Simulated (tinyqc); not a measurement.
Layer against dose: implant damage, amorphisation by cascade overlap, and solid-phase epitaxial regrowth. Computed by tinyqc, a small Python program. Command: `OMP_NUM_THREADS=1 python tinyqc.py 3113796 3113797 out.jsonl sper walk`. One thread of a shared host (Intel(R) Xeon(R) Processor @ 2.30GHz), about 0.01 s of CPU time with the checks.

Range and width of the damage are inputs. Dynamic annealing enters only through the surviving share f.

Inputs (values chosen for the exercise, modelled on fluorine ions in silicon): atomic density N = 49.9 1/nm^3; ion Z1 = 9; ion mass M1 = 19 u; target Z2 = 14; target mass M2 = 28.09 u; ion energy E = 11 keV; displacement energy E_d = 16 eV; depth of the damage peak R_d = 12 nm; width of the damage profile s_d = 6.5 nm; share of defects that survive f = 0.96; critical displaced share x_c = 0.085; dose Q = 3.8e+14 1/cm^2.

Constants: a_0 = 0.529177210903 angstrom; e^2/(4 pi eps_0) = 14.39964548 eV angstrom.

Method. Robinson partition: eps = E a M2/(Z1 Z2 (e^2/(4 pi eps_0)) (M1 + M2)), a = 0.8853 a_0/sqrt(Z1^(2/3) + Z2^(2/3)); k = 0.0793 Z1^(2/3) Z2^(1/2) (M1 + M2)^(3/2)/((Z1^(2/3) + Z2^(2/3))^(3/4) M1^(3/2) M2^(1/2)); damage energy T_d = E/(1 + k (eps + 0.40244 eps^(3/4) + 3.4008 eps^(1/6))); displacements nu = 0.8 T_d/(2 E_d). Displaced share x(z) = f nu Q exp(-(z - R_d)^2/(2 s_d^2))/(sqrt(2 pi) s_d N); the layer is amorphous where x > x_c, between R_d -/+ s_d sqrt(2 ln(x_max/x_c)), the upper edge being cut at the surface. Threshold dose Q_c = Q x_c/x_max.

threshold dose Q_c = 4.29204e+13 1/cm^2

displacements per ion nu = 167.721

Dose series; the last column is f nu Q erfc((z2 - R_d)/(sqrt2 s_d))/2:
```
Q (1/cm^2)   x_max  upper edge (nm)  lower edge (nm)  displaced atoms beyond z2 (1/cm^2)
4.72e+13    0.0935           9.1660           14.834                          2.5187e+15
6.44e+13    0.1275           6.1445           17.856                          1.9062e+15
1.07e+14    0.2119           3.2143           20.786                          1.5203e+15
1.72e+14    0.3406           1.1696           22.830                          1.3247e+15
3.00e+14    0.5941           0.0000           24.818                          1.1740e+15
5.15e+14    1.0199           0.0000           26.490                          1.0695e+15
1.07e+15    2.1190           0.0000           28.485                          9.6542e+14
2.15e+15    4.2579           0.0000           30.186                          8.9054e+14
```

A dose 46 times larger moves the lower edge from 14.8 to 30.2 nm, as the root of a logarithm, and the damage beyond it falls by a factor 2.8, since the edge lies on an ever steeper tail. The layer reaches the surface at Q_c exp(R_d^2/(2 s_d^2)) = 2.36e14 per cm^2.
